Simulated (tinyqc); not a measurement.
Dopant redistribution at a moving silicon-oxide interface during parabolic oxidation: one step, computed by the program tinyqc.

Uniformly doped silicon is oxidised with x_ox = sqrt(B t); the interface advances into the silicon by alpha x_ox, alpha = 0.44. The dopant does not move in the oxide, and at the interface C(silicon) = m C(oxide).

Question. Dose moved. Consumed silicon held alpha x_ox C_B; the oxide holds x_ox times the dopant concentration in the oxide; the difference is the excess in the silicon; 1 um = 1e-4 cm.

Inputs (values chosen for the exercise, modelled on phosphorus in silicon under steam): bulk doping C_B = 1.7e+16 1/cm^3; temperature T = 1050 C.

oxide thickness = 1.045004 um

concentration in the oxide = 4.097599e+15 1/cm^3

Give: dopant in the consumed silicon; dopant in the oxide; excess in the silicon.

Answer.

dopant in the consumed silicon = 7.817e+11 1/cm^2

dopant in the oxide = 4.282e+11 1/cm^2

excess in the silicon = 3.535e+11 1/cm^2

Caution: parabolic growth needs an oxide much thicker than the Deal-Grove length A, which fails for thin films and low temperatures; oxidation-enhanced or retarded diffusion is ignored.
